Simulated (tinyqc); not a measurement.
Standing waves and exposure in a photoresist film, step by step. Values are carried at full precision from step to step, so a last printed digit may differ when a step is redone from the rounded ones.

Normal incidence from air. Unexposed resist: N1 = n1 + i k1 with k1 = (A + B) lam/(4 pi), lam in micrometres. r01 = (1 - N1)/(1 + N1), t01 = 2/(1 + N1). Substrate Ns = ns + i ks: r12 = (N1 - Ns)/(N1 + Ns). With p = exp(2 pi i N1 d/lam), the field at depth z is E(z) = t01 [exp(2 pi i N1 z/lam) + r12 p^2 exp(-2 pi i N1 z/lam)]/(1 + r01 r12 p^2), the relative intensity I(z) = n1 |E(z)|^2 and the reflectance R = |(r01 + r12 p^2)/(1 + r01 r12 p^2)|^2.

Values chosen for the exercise (a resist on Si, indices near tabulated ones; shifted at random, so the results belong to these values and not to a real crystal): lam = 365 nm (vacuum wavelength); n1 = 1.723 (resist index); A = 0.31 1/micrometre (bleachable absorption (Dill A)); B = 0.07 1/micrometre (fixed absorption (Dill B)); d = 774 nm (resist thickness); ns = 6.466 (substrate n); ks = 2.656 (substrate k); C = 0.018 cm^2/mJ (exposure rate (Dill C)); D = 40 mJ/cm^2 (incident dose); Ld = 10 nm (diffusion length of the post-exposure bake).

## Interface coefficients

Form N1, r01, t01 and r12.

N1 = 1.72300+0.01104i
r01 = -0.2655-0.0030i
t01 = 0.7345-0.0030i
r12 = -0.6188-0.1215i
|r12|^2 = 0.3976

Next to the bottom the intensity swings by a factor ((1 + |r12|)/(1 - |r12|))^2 = 19.5 between antinode and node.

## Round trip and reflectance

Form p^2, the denominator and R; the period of the standing wave is lam/(2 n1).

p^2 = -0.2630+0.6972i
1 + r01 r12 p^2 = 0.9331+0.1053i
R = 0.1840
period = 105.92 nm

The film holds 7.31 periods.

## Intensity and exposure over the lowest period

Nine depths from d - period to d. Without bleaching during the exposure the share of unexposed compound is m = exp(-C D I).

Profile:
```
z (nm)      I      m
668.1   0.146  0.900
681.3   0.293  0.810
694.6   0.922  0.515
707.8   1.662  0.302
721.0   2.080  0.224
734.3   1.927  0.250
747.5   1.293  0.394
760.8   0.548  0.674
774.0   0.126  0.913
```

I runs from 0.126 to 2.080 on these points, so m runs from 0.224 to 0.913; the least exposed point listed lies 0.0 nm above the bottom.

## Smoothing by the bake

Gaussian diffusion of length Ld multiplies a cosine of period L by exp(-2 pi^2 Ld^2/L^2). Give that factor, and the Ld that leaves 10 %.

factor = 0.839
Ld for 10 % = 36.18 nm

## Checks

- R against the transfer-matrix product: both 0.18404.
- Absorption (A + B) d times the mean of I against 1 - R - T: both 0.344.

tinyqc: `OMP_NUM_THREADS=1 python tinyqc.py 1651296 1651297 out.jsonl`; about 0.01 s, one thread, shared Intel(R) Xeon(R) Processor @ 2.30GHz.
